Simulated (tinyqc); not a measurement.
Inside a calculation: sp3s* tight binding. Values are carried at full precision from step to step, so a last printed digit may differ when a step is redone from the rounded ones.

sp3s* tight binding, nearest neighbours only: anion (a) at 0, cation (c) at a/4 (1,1,1), orbitals s, px, py, pz, s* on each; k in units of 2 pi/a. With phases e_j = exp(i (pi/2) k.n_j) for n = (1,1,1), (1,-1,-1), (-1,1,-1), (-1,-1,1): g0 = (e1+e2+e3+e4)/4, g1 = (e1+e2-e3-e4)/4, g2 = (e1-e2+e3-e4)/4, g3 = (e1-e2-e3+e4)/4. The diagonal holds the levels Esa, Epa, Exa (s*) and Esc, Epc, Exc. Anion-cation block: <sa|sc> = Vss g0; <sa|xc> = Vsapc g1; <xa|sc> = -Vscpa g1; <xa|xc> = Vxx g0; <xa|yc> = <ya|xc> = Vxy g3, <xa|zc> = <za|xc> = Vxy g2, <ya|zc> = <za|yc> = Vxy g1; <s*a|xc> = Vxapc g1; <xa|s*c> = -Vpaxc g1; y and z take g2 and g3 in place of g1; s-s* and s*-s* vanish.

Constants: hbar^2/2m0 = 3.80998211 eV angstrom^2.

Inputs chosen for the exercise (near a published set for Si, fitted to gaps, whose masses and valley positions are rough; the results hold for these values, not for the real material):
```
symbol  value               unit      meaning
k       (0.44, 0.44, 0.44)  2 pi/a    wave vector
Esa     -4.196              eV        s level of the anion
Epa     1.711               eV        p level of the anion
Esc     -4.196              eV        s level of the cation
Epc     1.711               eV        p level of the cation
Exa     6.681               eV        s* level of the anion
Exc     6.681               eV        s* level of the cation
Vss     -8.305              eV        s-s
Vxx     1.719               eV        px-px
Vxy     4.58                eV        px-py
Vsapc   5.717               eV        s anion, p cation
Vscpa   5.717               eV        s cation, p anion
Vxapc   5.375               eV        s* anion, p cation
Vpaxc   5.375               eV        p anion, s* cation
a       5.431               angstrom  lattice constant
```

## Phase sums

Form g0 to g3 at this k.

g0, g1, g2, g3: [0.45745-0.25899i, -0.31307+0.37843i, -0.31307+0.37843i, -0.31307+0.37843i]

## The Hamiltonian without spin-orbit coupling

Fill in the 10 x 10 matrix.

H(k) (eV):
```
                  sa               xa               ya               za              s*a               sc
sa           -4.1960                0                0                0                0  -3.7991+2.1509i
xa                 0           1.7110                0                0                0   1.7898-2.1635i
ya                 0                0           1.7110                0                0   1.7898-2.1635i
za                 0                0                0           1.7110                0   1.7898-2.1635i
s*a                0                0                0                0           6.6810                0
sc   -3.7991-2.1509i   1.7898+2.1635i   1.7898+2.1635i   1.7898+2.1635i                0          -4.1960
xc   -1.7898-2.1635i   0.7864+0.4452i  -1.4338-1.7332i  -1.4338-1.7332i  -1.6827-2.0341i                0
yc   -1.7898-2.1635i  -1.4338-1.7332i   0.7864+0.4452i  -1.4338-1.7332i  -1.6827-2.0341i                0
zc   -1.7898-2.1635i  -1.4338-1.7332i  -1.4338-1.7332i   0.7864+0.4452i  -1.6827-2.0341i                0
s*c                0   1.6827+2.0341i   1.6827+2.0341i   1.6827+2.0341i                0                0

                  xc               yc               zc             s*c
sa   -1.7898+2.1635i  -1.7898+2.1635i  -1.7898+2.1635i               0
xa    0.7864-0.4452i  -1.4338+1.7332i  -1.4338+1.7332i  1.6827-2.0341i
ya   -1.4338+1.7332i   0.7864-0.4452i  -1.4338+1.7332i  1.6827-2.0341i
za   -1.4338+1.7332i  -1.4338+1.7332i   0.7864-0.4452i  1.6827-2.0341i
s*a  -1.6827+2.0341i  -1.6827+2.0341i  -1.6827+2.0341i               0
sc                 0                0                0               0
xc            1.7110                0                0               0
yc                 0           1.7110                0               0
zc                 0                0           1.7110               0
s*c                0                0                0          6.6810
```

## Levels at this k

Diagonalise H, which belongs to k = (0.44, 0.44, 0.44) (2 pi/a). Four bands are filled (two electrons each); give the make-up of band 5, the lowest empty one.

levels (eV): [-10.2456, -6.8029, -1.3994, -1.3994, 2.2705, 2.8162, 4.8214, 4.8214, 9.1424, 11.2114]

weights of band 5: s 0.314, p 0.330, s* 0.355

weight of band 5 on atom a = 0.500

The vertical gap at this k is 3.6699 eV; band 5 is mostly s*-like.

## Levels at Gamma

At k = 0 only g0 = 1 is left and H falls into 2 x 2 blocks [[E_a, V], [V, E_c]] with roots (E_a + E_c)/2 -/+ sqrt(((E_a - E_c)/2)^2 + V^2); the s* levels stay uncoupled. The direct gap runs from the highest lower root of the p blocks to the lowest upper root.

Blocks at Gamma (eV):
```
block            E_a      E_c        V  lower root  upper root
s (Gamma1)   -4.1960  -4.1960  -8.3050    -12.5010      4.1090
p (Gamma15)   1.7110   1.7110   1.7190     -0.0080      3.4300
```

direct gap at Gamma = 3.4380 eV

The lowest empty level at Gamma is p-like.

## Bands near the gap

Diagonalise at L = (1/2,1/2,1/2), X = (1,0,0), W = (1,1/2,0), K = (3/4,3/4,0) and at the fractions named between them; energies from the top of the valence band at Gamma; 4 bands are filled.

Levels (eV):
```
k        level 2  level 3  level 4  level 5  level 6
L         -7.064   -1.431   -1.431    2.499    2.512
L-G 0.5   -3.899   -0.818   -0.818    2.391    4.000
G          0.000    0.000    0.000    3.438    3.438
G-X 0.2   -0.947   -0.443   -0.443    2.845    3.881
G-X 0.4   -2.828   -1.311   -1.311    1.905    4.040
G-X 0.6   -4.817   -2.122   -2.122    1.291    3.306
G-X 0.7   -5.760   -2.436   -2.436    1.178    2.861
G-X 0.8   -6.650   -2.669   -2.669    1.203    2.411
G-X 0.9   -7.481   -2.813   -2.813    1.358    1.989
X         -8.254   -2.861   -2.861    1.629    1.629
W         -8.254   -2.861   -2.861    1.629    1.629
K         -7.777   -3.074   -2.442    1.612    1.782
K-G 0.5   -4.564   -1.992   -0.883    2.244    3.357
```

On these points the lowest empty level is lowest at G-X 0.7, 1.178 eV above the top.

## Valleys and masses

The lowest conduction level at Gamma, at its minimum on (x,0,0) for x from 0.5 to 1, and at the point L (L, and X where the search ends there, need not be minima in this model; a zero or negative inverse mass shows it). Inverse masses m0/m = (E(+h) + E(-h) - 2 E)/(2 c q^2) with c = hbar^2/2m0, q = h 2 pi/a, h = 0.002; longitudinal along the valley axis ([100] at Gamma and Delta, [111] at L), transverse along [010] or [1-10]. A dash: the next level lies within 0.15 eV, so a single mass has no use there.

Valleys:
```
valley  x (2 pi/a)  E - Ev (eV)  m0/m_l  m0/m_t
Gamma       0.0000       3.4380       -       -
Delta       0.7317       1.1708    1.35    0.62
L           0.5000       2.4990       -       -
```

Of these three the lowest is the Delta line, which makes the gap indirect, 1.1708 eV. At Delta m0/m_t is 0.62. This nearest-neighbour model is fitted to gaps: it places the Delta minimum and the masses at Delta and L only roughly (transverse masses can be several times too heavy), and since its bands are flat from X to W the transverse mass grows too heavy towards X; d orbitals or second neighbours cure this.

## Checks

- Direct gap at Gamma from the blocks against the full matrix: both 3.43800.

tinyqc: `OMP_NUM_THREADS=1 python tinyqc.py 1481471 1481472 out.jsonl`; about 0.1 s, one thread, shared Intel(R) Xeon(R) Processor @ 2.30GHz.
